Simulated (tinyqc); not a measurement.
Worked calculation: G0W0 on RHF in the sto-6g basis, for BeH2, spin multiplicity 1. One step of it, computed by the program tinyqc.

Task: Screening: direct RPA. With D = e_a - e_i and K = (ia|jb): diagonalise D^(1/2) (D + 4K) D^(1/2) = Z w^2 Z^T; X + Y = D^(1/2) Z w^(-1/2), each column of Z with its largest component positive (the first on a tie); E_c = (sum w - tr (D + 2K)) / 2.

orbital energies (hartree): [-4.594719, -0.441362, -0.403301, 0.209649, 0.209952, 0.413489, 0.820675]

Two-electron integrals over orbitals (pq|rs), unique and non-zero (hartree):
```
(11|11) 2.280701    (21|11) -0.192556   (21|21) 0.025500    (22|11) 0.474371
(22|21) -0.006071   (22|22) 0.387569    (31|31) 0.005603    (32|31) 0.012479
(32|32) 0.163133    (33|11) 0.440916    (33|21) -0.002260   (33|22) 0.400578
(33|33) 0.423639    (41|11) 0.010616    (41|21) -0.001304   (41|22) 0.000825
(41|33) 0.000455    (41|41) 0.016077    (42|11) -0.004823   (42|21) 0.000421
(42|22) 0.002417    (42|33) 0.002560    (42|41) 0.014812    (42|42) 0.047819
(43|31) -0.000034   (43|32) 0.003183    (43|43) 0.013725    (44|11) 0.569898
(44|21) -0.007182   (44|22) 0.361166    (44|33) 0.347040    (44|41) -0.001371
(44|42) -0.006672   (44|44) 0.450347    (51|51) 0.016037    (52|51) 0.014861
(52|52) 0.047808    (53|53) 0.013628    (54|51) -0.000850   (54|52) -0.002242
(54|54) 0.024345    (55|11) 0.570055    (55|21) -0.007166   (55|22) 0.361292
(55|33) 0.347072    (55|41) 0.000323    (55|42) -0.002205   (55|44) 0.401542
(55|55) 0.450117    (61|11) -0.197485   (61|21) 0.026883    (61|22) -0.006599
(61|33) -0.003343   (61|41) -0.000674   (61|42) 0.001005    (61|44) -0.005202
(61|55) -0.005109   (61|61) 0.028552    (62|11) 0.129490    (62|21) -0.006755
(62|22) -0.020272   (62|33) -0.043826   (62|41) 0.000985    (62|42) -0.000945
(62|44) 0.059737    (62|55) 0.060059    (62|61) -0.005391   (62|62) 0.080656
(63|31) -0.001309   (63|32) -0.092911   (63|43) -0.002625   (63|63) 0.083901
(64|11) 0.004017    (64|21) 0.000152    (64|22) 0.000778    (64|33) -0.000784
(64|41) 0.016282    (64|42) 0.046663    (64|44) -0.001470   (64|55) 0.001595
(64|61) 0.000933    (64|62) 0.005337    (64|64) 0.050640    (65|51) 0.016376
(65|52) 0.047035    (65|54) -0.001544   (65|65) 0.050931    (66|11) 0.480796
(66|21) -0.007307   (66|22) 0.388532    (66|33) 0.399012    (66|41) 0.002160
(66|42) 0.006303    (66|44) 0.362701    (66|55) 0.363139    (66|61) -0.007257
(66|62) -0.028903   (66|64) 0.004271    (66|66) 0.404865    (71|31) 0.010605
(71|32) 0.019075    (71|43) -0.000158   (71|63) -0.000677   (71|71) 0.020351
(72|31) 0.004040    (72|32) -0.042983   (72|43) -0.002841   (72|63) 0.062211
(72|71) 0.007802    (72|72) 0.057735    (73|11) 0.145791    (73|21) -0.004344
(73|22) -0.003418   (73|33) -0.019271   (73|41) -0.000071   (73|42) -0.004015
(73|44) 0.064624    (73|55) 0.064644    (73|61) -0.003491   (73|62) 0.076139
(73|64) 0.002162    (73|66) -0.021725   (73|73) 0.085054    (74|31) -0.000655
(74|32) -0.006750   (74|43) 0.013439    (74|63) 0.004040    (74|71) -0.001108
(74|72) 0.001130    (74|74) 0.017036    (75|53) 0.013564    (75|75) 0.016729
(76|31) 0.010548    (76|32) 0.141932    (76|43) 0.003537    (76|63) -0.092158
(76|71) 0.016536    (76|72) -0.052073   (76|74) -0.005836   (76|76) 0.138255
(77|11) 0.563438    (77|21) -0.007816   (77|22) 0.416018    (77|33) 0.433694
(77|41) 0.000273    (77|42) 0.000519    (77|44) 0.385138    (77|55) 0.385043
(77|61) -0.008115   (77|62) -0.027670   (77|64) -0.001651   (77|66) 0.425499
(77|73) -0.004155   (77|77) 0.473297
```

Give: D^(1/2) (D + 4K) D^(1/2); excitation energies w; X + Y; RPA correlation energy.

Result:

D^(1/2) (D + 4K) D^(1/2) (hartree^2), order 1>4, 1>5, 1>6, 1>7, 2>4, 2>5, 2>6, 2>7, 3>4, 3>5, 3>6, 3>7:
```
[[23.391, 0.000, -0.013, 0.000, 0.105, 0.000, 0.008, 0.000, 0.000, 0.000, 0.000, -0.001],
 [0.000, 23.393, 0.000, 0.000, 0.000, 0.105, 0.000, 0.000, 0.000, 0.000, 0.000, 0.000],
 [-0.013, 0.000, 25.654, 0.000, 0.007, 0.000, -0.045, 0.000, 0.000, 0.000, 0.000, -0.035],
 [0.000, 0.000, 0.000, 29.767, 0.000, 0.000, 0.000, 0.082, -0.001, 0.000, -0.006, 0.000],
 [0.105, 0.000, 0.007, 0.000, 0.548, 0.000, -0.003, 0.000, 0.000, 0.000, 0.000, -0.014],
 [0.000, 0.105, 0.000, 0.000, 0.000, 0.549, 0.000, 0.000, 0.000, 0.000, 0.000, 0.000],
 [0.008, 0.000, -0.045, 0.000, -0.003, 0.000, 1.007, 0.000, 0.000, 0.000, 0.000, 0.312],
 [0.000, 0.000, 0.000, 0.082, 0.000, 0.000, 0.000, 1.884, -0.010, 0.000, 0.253, 0.000],
 [0.000, 0.000, 0.000, -0.001, 0.000, 0.000, 0.000, -0.010, 0.409, 0.000, -0.007, 0.000],
 [0.000, 0.000, 0.000, 0.000, 0.000, 0.000, 0.000, 0.000, 0.000, 0.410, 0.000, 0.000],
 [0.000, 0.000, 0.000, -0.006, 0.000, 0.000, 0.000, 0.253, -0.007, 0.000, 0.941, 0.000],
 [-0.001, 0.000, -0.035, 0.000, -0.014, 0.000, 0.312, 0.000, 0.000, 0.000, 0.000, 1.915]]
```

excitation energies w (hartree): [0.640, 0.640, 0.740, 0.740, 0.937, 0.954, 1.396, 1.418, 4.836, 4.837, 5.065, 5.456]

X + Y, order 1>4, 1>5, 1>6, 1>7, 2>4, 2>5, 2>6, 2>7, 3>4, 3>5, 3>6, 3>7:
```
[[0.000, 0.000, -0.012, 0.000, 0.000, -0.001, 0.000, 0.000, 0.997, 0.000, -0.006, 0.000],
 [0.000, 0.000, 0.000, -0.012, 0.000, 0.000, 0.000, 0.000, 0.000, 0.997, 0.000, 0.000],
 [0.000, 0.000, -0.001, 0.000, 0.000, 0.003, 0.000, 0.004, 0.006, 0.000, 0.994, 0.000],
 [0.000, 0.000, 0.000, 0.000, 0.002, 0.000, -0.006, 0.000, 0.000, 0.000, 0.000, 0.996],
 [0.000, 0.000, 0.938, 0.000, 0.000, 0.003, 0.000, -0.007, 0.002, 0.000, 0.000, 0.000],
 [0.000, 0.000, 0.000, 0.938, 0.000, 0.000, 0.000, 0.000, 0.000, 0.002, 0.000, 0.000],
 [0.000, 0.000, -0.001, 0.000, 0.000, 0.904, 0.000, 0.230, 0.000, 0.000, -0.001, 0.000],
 [0.007, 0.000, 0.000, 0.000, -0.283, 0.000, 0.922, 0.000, 0.000, 0.000, 0.000, 0.001],
 [0.979, 0.000, 0.000, 0.000, -0.008, 0.000, -0.005, 0.000, 0.000, 0.000, 0.000, 0.000],
 [0.000, 0.979, 0.000, 0.000, 0.000, 0.000, 0.000, 0.000, 0.000, 0.000, 0.000, 0.000],
 [0.013, 0.000, 0.000, 0.000, 0.905, 0.000, 0.186, 0.000, 0.000, 0.000, 0.000, 0.000],
 [0.000, 0.000, 0.014, 0.000, 0.000, -0.335, 0.000, 0.887, 0.000, 0.000, -0.001, 0.000]]
```

RPA correlation energy = -0.04135 hartree
